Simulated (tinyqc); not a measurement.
Inside a calculation (part 2 of 2). Method: RKS/BLYP in the sto-6g basis, for BeH2, spin multiplicity 1. Computed by tinyqc, a small Python program that keeps every step (integrals from PySCF). Command: `OMP_NUM_THREADS=1 python tinyqc.py 23150 23151 out.jsonl` (the two numbers bound the seeds that draw the settings). One thread of a shared host (Intel(R) Xeon(R) Processor @ 2.60GHz), about 1 s of CPU time with the checks.

Geometry (angstrom):
```
atom         x          y         z
Be    0.000000   0.000000  0.000000
H     0.000000   1.831000  0.000000
H     0.000000  -1.930000  0.000000
```

## Iteration 2: DIIS over 2 matrices

error matrix X^T (FDS - SDF) X:
$$\begin{pmatrix}
0.000000 & 0.023248 & -0.081908 & 0.000000 & 0.000000 & 0.084392 & 0.063876 \\
-0.023248 & 0.000000 & -0.240529 & 0.000000 & 0.000000 & 0.214765 & 0.165729 \\
0.081908 & 0.240529 & 0.000000 & 0.000000 & 0.000000 & 0.041828 & 0.021231 \\
0.000000 & 0.000000 & 0.000000 & 0.000000 & 0.000078 & 0.000000 & 0.000000 \\
0.000000 & 0.000000 & 0.000000 & -0.000078 & 0.000000 & 0.000000 & 0.000000 \\
-0.084392 & -0.214765 & -0.041828 & 0.000000 & 0.000000 & 0.000000 & 0.003758 \\
-0.063876 & -0.165729 & -0.021231 & 0.000000 & 0.000000 & -0.003758 & 0.000000
\end{pmatrix}$$

B (overlaps of the stored error matrices):
$$\begin{pmatrix}
8.9330293e-03 & 4.9306641e-02 \\
4.9306641e-02 & 3.0422056e-01
\end{pmatrix}$$

Minimise |sum c_i e_i|^2 with sum c_i = 1: solve [B -1; -1 0][c; lambda] = [0; -1] with B_ij = tr e_i^T e_j, and take F = sum c_i F_i.

DIIS coefficients: [1.188187, -0.188187]

extrapolated F (hartree), order 1Be 1s, 1Be 2s, 1Be 2px, 1Be 2py, 1Be 2pz, 2H 1s, 3H 1s:
$$\begin{pmatrix}
-7.271217 & -1.640842 & 0.000000 & -0.000169 & 0.000000 & -0.155407 & -0.123948 \\
-1.640842 & -1.135069 & 0.000000 & -0.002446 & 0.000000 & -0.199799 & -0.167406 \\
0.000000 & 0.000000 & -0.715171 & 0.000000 & -0.010132 & 0.000000 & 0.000000 \\
-0.000169 & -0.002446 & 0.000000 & -0.649528 & 0.000000 & -0.161585 & 0.137392 \\
0.000000 & 0.000000 & -0.010132 & 0.000000 & -0.716703 & 0.000000 & 0.000000 \\
-0.155407 & -0.199799 & 0.000000 & -0.161585 & 0.000000 & 0.153183 & -0.007799 \\
-0.123948 & -0.167406 & 0.000000 & 0.137392 & 0.000000 & -0.007799 & 0.205185
\end{pmatrix}$$

## Iteration 2: diagonalisation and new density

X, order 1Be 1s, 1Be 2s, 1Be 2px, 1Be 2py, 1Be 2pz, 2H 1s, 3H 1s:
$$\begin{pmatrix}
-0.133114 & -0.484622 & 0.840877 & 0.000000 & 0.000000 & 0.290604 & 0.176589 \\
0.307136 & 0.912631 & -0.020032 & 0.000000 & 0.000000 & 0.480194 & 0.311387 \\
0.000000 & 0.000000 & 0.000000 & 0.904861 & -0.425708 & 0.000000 & 0.000000 \\
0.953749 & -0.281842 & -0.006120 & 0.000000 & 0.000000 & -0.323350 & 0.482334 \\
0.000000 & 0.000000 & 0.000000 & 0.425708 & 0.904861 & 0.000000 & 0.000000 \\
-0.864968 & -0.321571 & -0.380511 & 0.000000 & 0.000000 & 0.059683 & 0.530389 \\
0.490798 & -0.721587 & -0.418110 & 0.000000 & 0.000000 & 0.511855 & -0.149527
\end{pmatrix}$$

Diagonalise F' = X^T F X, C = X C', fill 3 alpha and 3 beta electrons from the bottom; D = 2 C_occ C_occ^T. Each column has its largest component positive (the first on a tie).

F' = X^T F X (hartree):
$$\begin{pmatrix}
-0.091991 & -0.222650 & 0.496107 & 0.000000 & 0.000000 & 0.354039 & -0.323418 \\
-0.222650 & -0.903768 & 1.977236 & 0.000000 & 0.000000 & 0.411688 & 0.415500 \\
0.496107 & 1.977236 & -4.850221 & 0.000000 & 0.000000 & -2.424317 & -1.495820 \\
0.000000 & 0.000000 & 0.000000 & -0.723254 & -0.007050 & 0.000000 & 0.000000 \\
0.000000 & 0.000000 & 0.000000 & -0.007050 & -0.708620 & 0.000000 & 0.000000 \\
0.354039 & 0.411688 & -2.424317 & 0.000000 & 0.000000 & -1.522282 & -0.779464 \\
-0.323418 & 0.415500 & -1.495820 & 0.000000 & 0.000000 & -0.779464 & -0.795676
\end{pmatrix}$$

orbital energies (hartree): MO1 -7.279262, MO2 -0.826093, MO3 -0.726098, MO4 -0.705776, MO5 -0.665704, MO6 0.272248, MO7 0.334874

coefficients C, order 1Be 1s, 1Be 2s, 1Be 2px, 1Be 2py, 1Be 2pz, 2H 1s, 3H 1s:
$$\begin{pmatrix}
1.009041 & -0.234416 & 0.000000 & 0.000000 & 0.003531 & 0.046089 & 0.005864 \\
-0.039108 & 1.068109 & 0.000000 & 0.000000 & -0.013785 & -0.333980 & -0.032516 \\
0.000000 & 0.000000 & 0.679929 & 0.733278 & 0.000000 & 0.000000 & 0.000000 \\
-0.000511 & 0.021504 & 0.000000 & 0.000000 & 1.064377 & -0.108629 & 0.425617 \\
0.000000 & 0.000000 & 0.733278 & -0.679929 & 0.000000 & 0.000000 & 0.000000 \\
0.007374 & -0.072938 & 0.000000 & 0.000000 & -0.105165 & 0.906093 & -0.666185 \\
0.006544 & -0.065438 & 0.000000 & 0.000000 & 0.102883 & 0.594679 & 0.923140
\end{pmatrix}$$

D after iteration 2, order 1Be 1s, 1Be 2s, 1Be 2px, 1Be 2py, 1Be 2pz, 2H 1s, 3H 1s:
$$\begin{pmatrix}
2.146230 & -0.579687 & 0.000000 & -0.011113 & 0.000000 & 0.049077 & 0.043886 \\
-0.579687 & 2.284774 & 0.000000 & 0.045978 & 0.000000 & -0.156388 & -0.140303 \\
0.000000 & 0.000000 & 0.924607 & 0.000000 & 0.997154 & 0.000000 & 0.000000 \\
-0.011113 & 0.045978 & 0.000000 & 0.000925 & 0.000000 & -0.003144 & -0.002821 \\
0.000000 & 0.000000 & 0.997154 & 0.000000 & 1.075393 & 0.000000 & 0.000000 \\
0.049077 & -0.156388 & 0.000000 & -0.003144 & 0.000000 & 0.010749 & 0.009642 \\
0.043886 & -0.140303 & 0.000000 & -0.002821 & 0.000000 & 0.009642 & 0.008650
\end{pmatrix}$$

## Iteration 15 (converged): orbitals

converged F (hartree), order 1Be 1s, 1Be 2s, 1Be 2px, 1Be 2py, 1Be 2pz, 2H 1s, 3H 1s:
$$\begin{pmatrix}
-3.800932 & -1.070543 & 0.000000 & 0.000168 & 0.000000 & -0.102225 & -0.081671 \\
-1.070543 & -0.447703 & 0.000000 & -0.002944 & 0.000000 & -0.147639 & -0.129803 \\
0.000000 & 0.000000 & 0.008036 & 0.000000 & 0.000000 & 0.000000 & 0.000000 \\
0.000168 & -0.002944 & 0.000000 & -0.035455 & 0.000000 & -0.140263 & 0.127960 \\
0.000000 & 0.000000 & 0.000000 & 0.000000 & 0.008036 & 0.000000 & 0.000000 \\
-0.102225 & -0.147639 & 0.000000 & -0.140263 & 0.000000 & -0.122346 & -0.005302 \\
-0.081671 & -0.129803 & 0.000000 & 0.127960 & 0.000000 & -0.005302 & -0.114874
\end{pmatrix}$$

As before.

F' = X^T F X (hartree):
$$\begin{pmatrix}
0.206892 & -0.100792 & 0.193962 & 0.000000 & 0.000000 & 0.066453 & 0.093304 \\
-0.100792 & -0.199530 & 0.813351 & 0.000000 & 0.000000 & 0.396390 & 0.231399 \\
0.193962 & 0.813351 & -2.572723 & 0.000000 & 0.000000 & -1.286950 & -0.805880 \\
0.000000 & 0.000000 & 0.000000 & 0.008036 & 0.000000 & 0.000000 & 0.000000 \\
0.000000 & 0.000000 & 0.000000 & 0.000000 & 0.008036 & 0.000000 & 0.000000 \\
0.066453 & 0.396390 & -1.286950 & 0.000000 & 0.000000 & -0.893742 & -0.455551 \\
0.093304 & 0.231399 & -0.805880 & 0.000000 & 0.000000 & -0.455551 & -0.466659
\end{pmatrix}$$

orbital energies (hartree): MO1 -3.804164, MO2 -0.220591, MO3 -0.181276, MO4 0.008036, MO5 0.008036, MO6 0.044615, MO7 0.235654

coefficients C, order 1Be 1s, 1Be 2s, 1Be 2px, 1Be 2py, 1Be 2pz, 2H 1s, 3H 1s:
$$\begin{pmatrix}
0.991472 & -0.212052 & -0.027887 & 0.000000 & 0.000000 & -0.214932 & -0.018137 \\
0.032623 & 0.683565 & 0.098455 & 0.000000 & 0.000000 & 0.877058 & 0.089036 \\
0.000000 & 0.000000 & 0.000000 & 0.819164 & -0.573559 & 0.000000 & 0.000000 \\
0.000275 & 0.059621 & -0.462463 & 0.000000 & 0.000000 & -0.066185 & 1.050953 \\
0.000000 & 0.000000 & 0.000000 & 0.573559 & 0.819164 & 0.000000 & 0.000000 \\
-0.005308 & 0.432740 & -0.426854 & 0.000000 & 0.000000 & -0.623589 & -0.723105 \\
-0.004853 & 0.308662 & 0.534380 & 0.000000 & 0.000000 & -0.702408 & 0.588647
\end{pmatrix}$$

D after iteration 15, order 1Be 1s, 1Be 2s, 1Be 2px, 1Be 2py, 1Be 2pz, 2H 1s, 3H 1s:
$$\begin{pmatrix}
2.057523 & -0.230705 & 0.000000 & 0.001054 & 0.000000 & -0.170245 & -0.170333 \\
-0.230705 & 0.956037 & 0.000000 & -0.009536 & 0.000000 & 0.507213 & 0.526890 \\
0.000000 & 0.000000 & 0.000000 & 0.000000 & 0.000000 & 0.000000 & 0.000000 \\
0.001054 & -0.009536 & 0.000000 & 0.434854 & 0.000000 & 0.446406 & -0.457459 \\
0.000000 & 0.000000 & 0.000000 & 0.000000 & 0.000000 & 0.000000 & 0.000000 \\
-0.170245 & 0.507213 & 0.000000 & 0.446406 & 0.000000 & 0.738992 & -0.189012 \\
-0.170333 & 0.526890 & 0.000000 & -0.457459 & 0.000000 & -0.189012 & 0.761716
\end{pmatrix}$$

Within a degenerate level the vectors are fixed only up to a rotation; this is one choice.

## Convergence

Stop when the energy changes by less than 1e-10 hartree and every element of the error matrix X^T (F D S - S D F) X is below 3e-06.

Course of the cycle:
```
iteration   E (hartree)     change  largest element of the error matrix
1           -3.91721712          -                             3.75e-02
2          -14.58502090  -1.07e+01                             2.41e-01
3          -14.56109757   2.39e-02                             2.26e-01
4          -14.54727049   1.38e-02                             2.16e-01
5          -15.09704629  -5.50e-01                             4.60e-01
6          -15.02590619   7.11e-02                             4.75e-01
7          -15.53764130  -5.12e-01                             3.40e-01
8          -15.58418823  -4.65e-02                             2.88e-01
9          -15.62240970  -3.82e-02                             2.66e-01
10         -15.72777513  -1.05e-01                             6.14e-02
11         -15.73236717  -4.59e-03                             5.80e-03
12         -15.73240597  -3.88e-05                             4.97e-04
13         -15.73240645  -4.73e-07                             9.81e-05
14         -15.73240646  -1.71e-08                             2.35e-06
15         -15.73240646  -9.16e-12                             2.81e-07
```

PySCF RKS in the same basis, fine grid = -15.73239359 hartree

Converged in 15 iterations. The coarse grid moves the energy by -1.29e-05 hartree.

## Populations, bond orders and dipole

overlap S, order 1Be 1s, 1Be 2s, 1Be 2px, 1Be 2py, 1Be 2pz, 2H 1s, 3H 1s:
$$\begin{pmatrix}
1.000000 & 0.254764 & 0.000000 & 0.000000 & 0.000000 & 0.023943 & 0.019102 \\
0.254764 & 1.000000 & 0.000000 & 0.000000 & 0.000000 & 0.283100 & 0.253459 \\
0.000000 & 0.000000 & 1.000000 & 0.000000 & 0.000000 & 0.000000 & 0.000000 \\
0.000000 & 0.000000 & 0.000000 & 1.000000 & 0.000000 & 0.365371 & -0.332901 \\
0.000000 & 0.000000 & 0.000000 & 0.000000 & 1.000000 & 0.000000 & 0.000000 \\
0.023943 & 0.283100 & 0.000000 & 0.365371 & 0.000000 & 1.000000 & 0.005213 \\
0.019102 & 0.253459 & 0.000000 & -0.332901 & 0.000000 & 0.005213 & 1.000000
\end{pmatrix}$$

Mulliken: Z minus the diagonal of D S on the atom; Loewdin: the same with S^(1/2) D S^(1/2); Mayer order: 2 sum_s sum (D(s) S)_ij (D(s) S)_ji over the two atoms.

Charges (e):
```
atom   Mulliken    Loewdin
1Be    0.083938   0.072469
2H    -0.040627  -0.034602
3H    -0.043311  -0.037867
```

Mayer bond orders:
```
pair     order
2-1   0.955177
3-1   0.954952
3-2   0.043172
```

dipole moment about the origin, x y z (debye): [0.000000, 0.041087, 0.000000]
